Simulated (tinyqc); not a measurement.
Which input was changed? Model: thermal and gravitational stress in a wafer during furnace and rapid thermal processing, and the onset of slip. Computed by tinyqc, a small Python program. Command: `OMP_NUM_THREADS=1 python tinyqc.py 3007984 3007985 out.jsonl slip which`. One thread of a shared host (Intel(R) Xeon(R) Processor @ 2.30GHz), about 0.04 s of CPU time with the checks.

A thin free disc in plane stress, isotropic; T(r) = T_centre + dT (r/R)^n. Stress is positive in tension; sigma_SB = 5.670374419e-8 W/(m^2 K^4), g = 9.80665 m/s^2.

Inputs (values chosen for the exercise, for a model wafer):
```
quantity                              value        unit
wafer radius R                           75          mm
thickness t                             675  micrometre
Young's modulus E                       147         GPa
expansion alpha                        4.21      1e-6/K
edge less centre temperature dT         -23           K
exponent n of the profile                 6           -
temperature T                          1325           K
prefactor A of the critical stress  0.00019         MPa
energy U of the critical stress        1.02          eV
density rho                            2330      kg/m^3
heat capacity c                         967    J/(kg K)
conductivity k                         26.7     W/(m K)
wafer spacing s                          13          mm
ramp rate                               1.5       K/min
```

Temperature profile: edge zone, power law.

Constants: k_B = 8.617333262e-05 eV/K.

Method:
- With x = r/R: s_rr = alpha E dT (1 - x^n)/(n + 2), s_tt = alpha E dT [1 - (n + 1) x^n]/(n + 2).
- Critical resolved stress tau_c = A exp(U/(k_B T)), a form chosen for the exercise; slip when 0.492799 |s_tt(R)| > tau_c; allowed |dT| = tau_c (n + 2)/(0.492799 n alpha E).
- In a stack heated from the rim, heat flows inward by conduction and by radiation between wafers: k_eff = k + (16/3) sigma_SB T^3 s^2/t (a diffusion estimate with the spacing as path length). A steady ramp gives the parabolic lag dT = rho c (ramp) R^2/(4 k_eff); the allowed ramp uses n = 2.

Problem. One of these inputs alone was changed, within the range given: expansion alpha (2.105 to 8.42); edge less centre temperature dT (-46 to -11.5); conductivity k (13.35 to 53.4); heat capacity c (483.5 to 1934). Which one, and to what value?

Results:
```
run     allowed ramp rate (K/min)  hoop stress at the edge (MPa)  resolved over critical stress
before                   36.27752                       10.67551                       3.652807
after                    26.37621                       10.67551                       3.652807
```

Solution.

Each candidate set to reproduce allowed ramp rate, and what it then gives:
```
candidate                            range searched  value needed  hoop stress at the edge (MPa)  resolved over critical stress
expansion alpha (1e-6/K)              2.105 to 8.42         5.790                         14.683                         5.0240
edge less centre temperature dT (K)    -46 to -11.5     no effect                              -                              -
conductivity k (W/(m K))              13.35 to 53.4  out of reach                              -                              -
heat capacity c (J/(kg K))            483.5 to 1934          1330                         10.676                         3.6528
```

Only heat capacity c fits every result: it went from 967 to 1330 J/(kg K). The next best candidate, expansion alpha, misses one result by 38 %.
